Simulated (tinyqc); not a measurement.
Raising U: Hubbard chain of 2 sites, mean field against exact. Computed by the program tinyqc. 

one-body matrix (hopping and site energies) (eV):
```
         1        2
1   0.0000  -1.8600
2  -1.8600   0.0000
```

electrons, up and down: 1  1

Collinear unrestricted mean field (the lowest of 40 random starts) against exact diagonalisation.

Exact and mean-field results (eV):
```
U          U/t   E exact  E mean field  mean |n_up - n_down|  double occupancy, exact  first gap in the sector
0.930    0.500  -3.28395      -3.25500                 0.000                    0.219                    3.284
1.860    1.000  -2.90449      -2.79000                 0.000                    0.189                    2.904
3.720    2.000  -2.29909      -1.86000              5.18e-04                    0.138                    2.299
5.580    3.000  -1.86000      -1.24000                 0.745                    0.100                    1.860
7.440    4.000  -1.54087      -0.93000                 0.866                    0.073                    1.541
11.160   6.000  -1.12633      -0.62000                 0.943                    0.042                    1.126
14.880   8.000  -0.87817      -0.46500                 0.968                    0.026                    0.878
22.320  12.000  -0.60367      -0.31000                 0.986                    0.013                    0.604
37.200  20.000  -0.36835      -0.18600                 0.995                 4.85e-03                    0.368
```

In absolute terms mean field is worst at U/t = 3.0, 0.620 eV too high: at small U it is nearly exact, and at large U it misses only exchange-scale energies. For the symmetric dimer the instability lies at U = 2t. Its local moments set in at U/t = 3.0 of those listed, a broken symmetry that the exact state of a finite cluster with equal spins does not have. Relative to the exact energy its error is 0.9 % at the smallest U, 50 % at most and 50 % at the largest. The double occupancy falls from 0.219 to 0.005; at the largest U the first gap is 0.99 times the exchange scale 4t^2/U.
